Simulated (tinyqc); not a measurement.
Charge control and current of a heterostructure field-effect transistor: one step, computed by the program tinyqc. Command: `OMP_NUM_THREADS=1 python tinyqc.py 3008954 3008955 out.jsonl hemt walk`. One thread of a shared host (Intel(R) Xeon(R) Processor @ 2.30GHz), about 0.01 s of CPU time with the checks.

Two subbands in a triangular well; E_F is counted from the conduction band edge of the channel at the interface.

Question. Saturation current. With V = e n_s/C_g and V_c = v_s L/mu: for v = mu F/(1 + mu F/v_s), V_Dsat = V_c (sqrt(1 + 2V/V_c) - 1) and I/W = C_g v_s (V - V_Dsat); g_m = dI/dV; extrinsic g_m/(1 + g_m R_S); f_T = g_m/(2 pi C_g L).

Inputs (values chosen for the exercise, modelled on AlGaAs/GaAs):
```
quantity                                value        unit
permittivity eps (barrier and channel)   12.2           -
conduction band offset dE_c              0.26          eV
mobility mu                              7600  cm^2/(V s)
saturation velocity v_s                   1.7    1e7 cm/s
gate length L                             100          nm
source resistance R_S                       0      ohm mm
temperature T                             400           K
spacer between delta layer and channel    3.8          nm
```

Charge source: delta doping. Velocity law: smooth.

sheet density n_s = 2.801703e+12 1/cm^2

gate capacitance C_g = 0.3624499 microfarad/cm^2

Constants: e = 1.602176634e-19 C.

Give: V; V_c; V_Dsat; saturation current I/W; intrinsic g_m; extrinsic g_m; intrinsic f_T.

Answer.

V = 1.2385 V

V_c = 0.022368 V

V_Dsat = 0.21407 V

saturation current I/W = 631.19 mA/mm

intrinsic g_m = 557.87 mS/mm

extrinsic g_m = 557.87 mS/mm

intrinsic f_T = 244.97 GHz

V/V_c = 55.37: velocity saturation rules; I is 83 % of e n_s v_s = 763 mA/mm. Caution: E_F lies above the conduction band minimum of the barrier, so electrons would spill into the barrier.
